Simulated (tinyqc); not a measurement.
Input admittance of a MOSFET at zero drain bias: distributed channel and distributed gate: one step of the calculation.

Source and drain grounded, strong inversion, w = 2 pi f, Cox = eps0 eox/tox. The channel is an RC line of resistance 1/(mu Cox Vo) per square fed from both ends, so one finger has the intrinsic admittance y = i w Cox L tanh(g)/g per width, g = (1/2) sqrt(i w tau), tau = L^2/(mu Vo). The vertical resistance rv/L is in series with y, the overlaps 2 i w Cov in parallel: y_t = 1/(1/y + rv/L) + 2 i w Cov. The gate strip is a line of Rsh/L per length loaded by y_t, so a finger has Y = y_t Wf tanh(k)/k, k = (Wf/sd) sqrt(y_t Rsh/L); the device has Nf Y.

Question. Low-frequency resistances and capacitance. Low-frequency limits, with c = Cox L and ct = c + 2 Cov: R_strip = Rsh Wf/(3 sd^2 L Nf), R_ch = (c/ct)^2 L/(12 mu Cox Vo Wf Nf), R_vert = (c/ct)^2 rv/(L Wf Nf), C = ct Wf Nf.

Inputs (values chosen for the exercise); values of the order met in silicon radio-frequency transistors:
```
symbol  value        unit                                                                 meaning
eox       3.9              relative permittivity of the gate insulator (close to silicon dioxide)
tox       3.3          nm                                                     insulator thickness
L        0.57          um                                                          channel length
Wf        3.1          um                                                            finger width
Nf          8                                                                   number of fingers
mu        220  cm^2/(V s)                                                        channel mobility
Vo       0.49           V                                                          gate overdrive
Rsh         4  ohm/square                                            sheet resistance of the gate
rv          2    ohm um^2                                  vertical resistivity of the gate stack
sd          1                                       number of ends at which a finger is contacted
Cov       0.3       fF/um                             overlap and fringe capacitance on each side
```

Constants: eps0 = 8.8541878128e-14 F/cm where lengths are in cm. Results are converted to the units shown.

Find: parts; sum; C; 1/(2 pi R C).

Answer.

parts (ohm): strip 0.9064, channel 14.02, vertical 0.1168
sum = 15.04 ohm
C = 162.8 fF
1/(2 pi R C) = 65.00 GHz

The channel term is the largest, 93.2 % of the sum.

Numbers from tinyqc (`OMP_NUM_THREADS=1 python tinyqc.py 2262090 2262091 out.jsonl`; about 0.01 s on one thread of a shared Intel Xeon 2.30GHz).
